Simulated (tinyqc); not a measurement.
Longitudinal sound in a periodic multilayer: transfer matrices, stop bands and folded phonons. Inputs raised by 2 %, one at a time. Computed by tinyqc, a small Python program. Command: `OMP_NUM_THREADS=1 python tinyqc.py 3026120 3026121 out.jsonl multilayer sens`. One thread of a shared host (Intel(R) Xeon(R) Processor @ 2.30GHz), about 0.01 s of CPU time with the checks.

Layers 1 and 2 repeat with period d = d_1 + d_2; waves travel normal to the layers, without loss. State vector (u, s): displacement u and stress divided by omega. Impedances Z = rho v are in 1e6 kg/(m^2 s).

Inputs (values chosen for the exercise, modelled on silica (layer 1), silicon nitride (layer 2) and silica (substrate)):
```
quantity            value    unit
density rho_1        2.16  g/cm^3
velocity v_1         6050     m/s
thickness d_1         289      nm
density rho_2        3.06  g/cm^3
velocity v_2         9850     m/s
thickness d_2         484      nm
substrate density    2.22  g/cm^3
substrate velocity   5990     m/s
periods N               5       -
```

Method:
- Z = rho v; interface reflection r = (Z_2 - Z_1)/(Z_2 + Z_1) (stress amplitude, from 1 into 2); Bragg frequency f_B = 1/[2 (d_1/v_1 + d_2/v_2)]; long-wave velocity v_eff = d/sqrt[(d_1/v_1)^2 + (d_2/v_2)^2 + (Z_1/Z_2 + Z_2/Z_1)(d_1/v_1)(d_2/v_2)].
- A layer maps (u, s) by [[cos p, sin p/Z], [-Z sin p, cos p]], p = 2 pi f d_i/v_i; one period is M = M_2 M_1, and cos(q d) = trace(M)/2.
- For N periods A = M^N. A wave comes from a thick layer of material 1 and leaves into the substrate (Z_s): transmitted power T = 4 Z_1 Z_s/|Z_1 A_22 + Z_s A_11 - i (Z_1 Z_s A_12 - A_21)|^2, reflected power R = 1 - T.
- Gap m contains m f_B; its edges, where trace(M)/2 = (-1)^m, are found by root search. Weak-contrast estimate of the width: (4 f_B/pi) |r sin(m pi a)|, a = (d_1/v_1)/(d_1/v_1 + d_2/v_2).

Runs:
```
input moved                 from      to  width/f_B (%)  transmitted power at f_B  long-wave velocity v_eff (m/s)  lower edge (GHz)
base run                       -       -         51.705                 0.0009566                          7327.8            3.8256
density rho_1 (g/cm^3)      2.16  2.2032         50.545                 0.0011431                          7356.3            3.8555
velocity v_1 (m/s)          6050    6171         50.519                 0.0011471                          7428.3            3.8935
thickness d_1 (nm)           289  294.78         51.718                 0.0009550                          7310.5            3.7881
density rho_2 (g/cm^3)      3.06  3.1212         52.861                 0.0007849                          7298.9            3.7958
velocity v_2 (m/s)          9850   10047         52.874                 0.0007835                          7372.1            3.8337
thickness d_2 (nm)           484  493.68         51.678                 0.0009600                          7345.3            3.7875
substrate density (g/cm^3)  2.22  2.2644         51.705                 0.0009758                          7327.8            3.8256
```

Exponents ln(y'/y) / ln(x'/x):
```
input              width/f_B  transmitted power at f_B  long-wave velocity v_eff  lower edge
density rho_1         -1.146                     8.993                     0.195       0.394
velocity v_1          -1.172                     9.168                     0.687       0.889
thickness d_1          0.013                    -0.086                    -0.120      -0.498
density rho_2          1.116                    -9.994                    -0.200      -0.395
velocity v_2           1.129                   -10.081                     0.304       0.107
thickness d_2         -0.027                     0.178                     0.120      -0.505
substrate density      0.000                     0.999                     0.000       0.000
```

Among the inputs moved here: width/f_B answers most in size to velocity v_1 (exponent -1.172), next to density rho_1 (-1.146); its exponent is below 0.0005 for substrate density. Its exponent 0.000 in substrate density: the bands belong to the infinite stack. Transmitted power at f_B answers most in size to velocity v_2 (exponent -10.081), and about equally to density rho_2 (-9.994). Long-wave velocity v_eff answers most in size to velocity v_1 (exponent +0.687), next to velocity v_2 (+0.304); its exponent is below 0.0005 for substrate density. Lower edge answers most in size to velocity v_1 (exponent +0.889), next to thickness d_2 (-0.505); its exponent is below 0.0005 for substrate density.
